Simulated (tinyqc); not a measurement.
# CMOS inverter, nodal equation and switching, step by step

Computed by the program tinyqc: `OMP_NUM_THREADS=1 python tinyqc.py 2340146 2340147 out.jsonl`, one thread of a shared Intel Xeon 2.30GHz, about 0.06 s for the whole run. Printed values are rounded.

An n-channel pull-down (bn, VTn) and a p-channel pull-up (bp, VTp) share the input Vin and the output node Vout, which carries the load C. Transistor (EKV form, voltages against the body): I = 2 n b Vt^2 [F(vp - Vs) - F(vp - Vd)] from drain to source, F(v) = ln^2(1 + exp(v/(2 Vt))), vp = (Vg - VT + sg |Vd - Vs|)/n. n-channel bodies are at 0; for the p-channel device all voltages are counted down from Vdd. b in uA/V^2 gives I in uA. Static: In = Ip. Transient: C dVout/dt = Ip - In. No velocity saturation, no gate capacitance beyond C.

Inputs (values chosen for the exercise):
- T = 400 K (temperature)
- Vdd = 0.75 V (supply voltage)
- n = 1.32 (slope factor)
- sg = 0.082 (drain-induced barrier lowering)
- VTn = 0.27 V (n-channel threshold)
- VTp = 0.45 V (p-channel threshold (magnitude))
- bn = 750 uA/V^2 (gain factor of the pull-down transistor)
- bp = 980 uA/V^2 (gain factor of the pull-up transistor)
- C = 0.49 fF (load capacitance)
- Vin = 0.52 V (input voltage)
- dt = 0.6 ps (time step)

Constants: q = 1.602176634e-19 C, kB = 1.380649e-23 J/K, Vt = kB T/q. Results are converted to the units shown.

## Iteration 1: output voltage by Newton steps

Vout at the start = 0.38 V

f = In - Ip at (Vin, Vout); G = df/dVout by a central difference with +/- 1e-6 V; Vout(new) = Vout - f/G.

In = 23.09237 uA
Ip = 0.04226227 uA
G = 13.2249 uS
Vout after iteration 1 = -1.362937 V

This step lands outside the rails.

## Iteration 2: output voltage by Newton steps

As before.

In = -1288.955 uA
Ip = 0.6760199 uA
G = 1705.65 uS
Vout after iteration 2 = -0.6068456 V

The value that enters this step is an overshoot, farther from the solution than the start was, so its intermediate quantities are not physical.

## Course of the iteration: output voltage by Newton steps

Stop when Vout changes by less than 1e-9 V, or after 30 iterations.

Course of the iteration:
```
iteration     Vout (V)  |change| (V)
1            -1.362937          1.74
2           -0.6068456         0.756
3           -0.2381951         0.369
4          -0.07094274         0.167
5          -0.01080845        0.0601
6          6.347072e-5        0.0109
7          4.444534e-4       3.81e-4
8          4.448180e-4       3.65e-7
9          4.448180e-4      3.34e-13
```

Converged in 9 iterations. At the end the number of correct digits about doubles with each step. On the way 5 iterate(s) lie more than 5 mV outside the rails, the first at -1.36 V, before the steps return.

## Transfer curve

Vin, point 0 to 10 (V): [0, 0.075, 0.15, 0.225, 0.3, 0.375, 0.45, 0.525, 0.6, 0.675, 0.75]

For each Vin solve In = Ip; gain = dVout/dVin.

```
point   Vout (V)  supply current (uA)     gain
0      0.7499238             0.021835   -0.002
1      0.7495174              0.10122   -0.012
2      0.7468983              0.41804   -0.078
3      0.7281267               1.4211   -0.622
4      0.3084527               2.5553  -12.134
5      0.0170622               1.1612   -0.461
6      0.0025142              0.31497   -0.063
7      0.0003933             0.072328   -0.010
8      0.0000624             0.015153   -0.002
9      0.0000101            0.0030314    0.000
10     0.0000017            5.9348e-4    0.000
```

The switching point Vin = Vout lies at 0.3006 V, with a gain of -12.1. The current peaks at 2.56 uA among the points, against 0.022 and 5.9e-4 uA of leakage at the ends.

## Switching point and noise margins

VM solves In = Ip with Vin = Vout. VIL and VIH are the inputs at which the gain is -1; NML = VIL - Vout(VIH), NMH = Vout(VIL) - VIH.

VM = 0.30064 V
gain at VM = -12.120
VIL = 0.23826 V
VIH = 0.35167 V
NML = 0.20520 V
NMH = 0.36597 V

VM lies 74 mV below Vdd/2, and the high margin is the larger one. With both transistors saturated the size of the gain tends to 1/sg = 12.2; here it is 0.62 % below that.

## Step 1: one time step of the falling output

Vout at t = 0 = 0.75 V

The input steps to Vdd at t = 0; I = In - Ip. Trapezoidal rule: V(new) = V - (dt/C)[I(V) + I(V(new))]/2, solved for V(new); 1 ps uA/fF = 1 mV.

I(V) = 83.37449 uA
I(V(new)) = 80.86076 uA
Vout after step 1 = 0.6494478 V

## Step 2: one time step of the falling output

As before.

I(V) = 80.86076 uA
I(V(new)) = 78.43916 uA
Vout after step 2 = 0.5519172 V

## Delays and energy

For a step input the delay to Vdd/2 is tHL = C times the integral of dV/(In - Ip) from Vdd/2 to Vdd at Vin = Vdd, and tLH likewise with Ip - In from 0 to Vdd/2 at Vin = 0. Energy drawn for one full cycle of the output: C Vdd^2. Leakage power: Vdd times the mean of the supply currents at Vin = 0 and Vdd.

tHL = 2.342102 ps
tLH = 4.093237 ps
energy = 0.2756250 fJ
leakage power = 8.410720 nW

Time steps as above cross Vdd/2 at 2.34 ps by linear interpolation, 0.12 % above tHL. tLH/tHL = 1.75, with bn/bp = 0.765.
